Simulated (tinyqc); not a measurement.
Metal gate on a two-layer dielectric stack with fixed charge and a dipole: one step of the calculation.

Gate, layer 2, layer 1, p-type semiconductor; x runs from the gate inwards. Charges are counted in units of +q. psi is the band bending at the surface, positive towards inversion. Classical charge, Boltzmann statistics, no interface traps.

Problem. Fields and voltage drops. EOT = 3.9 (t1/e1 + t2/e2), Cox = eps0/(t1/e1 + t2/e2); phi_ms = pM - (chi + Eg - Vt ln(Nv/Na)).

Gauss: D = -Qs just inside the semiconductor; going towards the gate subtract q Q1, then q r1 t1, q Q2 and q r2 t2. Field = D/(eps0 e); the drop over a layer is its mean field times its thickness; Vg = phi_ms + Vd + psi + both drops.

Parameters, values chosen for the exercise; band and dielectric values close to those of silicon, layer 1 close to silicon dioxide, layer 2 close to zirconium oxide: temperature T = 300 K; band gap Eg = 1.1 eV; relative permittivity eps_r = 11.8; valence-band density of states at T Nv = 2.62e19 cm^-3; electron affinity chi = 4.02 eV; acceptor density Na = 2.8e17 cm^-3; work function of the gate metal pM = 4.81 eV; thickness of layer 1, next to the semiconductor t1 = 1.7 nm; relative permittivity of layer 1 e1 = 3.94; thickness of layer 2, next to the gate t2 = 4.3 nm; relative permittivity of layer 2 e2 = 25.4; fixed charge at the semiconductor interface Q1 = 1.7e12 cm^-2; fixed charge between the layers Q2 = -1.9e12 cm^-2; uniform charge density in layer 1 r1 = -2.2e18 cm^-3; uniform charge density in layer 2 r2 = -1.2e18 cm^-3; flat-band shift by a dipole layer between the layers Vd = 0.28 V; band bending psi of the working point ps = -0.099 V.

Constants: q = 1.602176634e-19 C, kB = 1.380649e-23 J/K, Vt = kB T/q, eps0 = 8.8541878128e-14 F/cm where lengths are in cm. Results are converted to the units shown.

Qs = 0.31601732 uC/cm^2

Find: D; field; drop over layer 2; drop over layer 1; Vg.

Solution.

```
place,D (uC/cm^2),field (MV/cm)
"layer 2, gate side",-0.1414,-0.063
"layer 2, inner side",-0.2241,-0.100
"layer 1, outer side",-0.5285,-1.515
"layer 1, semiconductor side",-0.5884,-1.687
semiconductor surface,-0.3160,-0.302
```

drop over layer 2 = -0.03494 V
drop over layer 1 = -0.2721 V
Vg = -0.3187 V

The same Vg follows from Vfb + psi - Qs/Cox. The largest field, 1.69 MV/cm in size, is at: layer 1, semiconductor side.

Range of the model: At the working point ps the carrier density at the surface is 0.49 times the band density of states, where degeneracy and quantisation, left out here, matter.

tinyqc, about 0.01 s, one thread, Intel Xeon 2.30GHz (shared host): `OMP_NUM_THREADS=1 python tinyqc.py 2010012 2010013 out.jsonl`
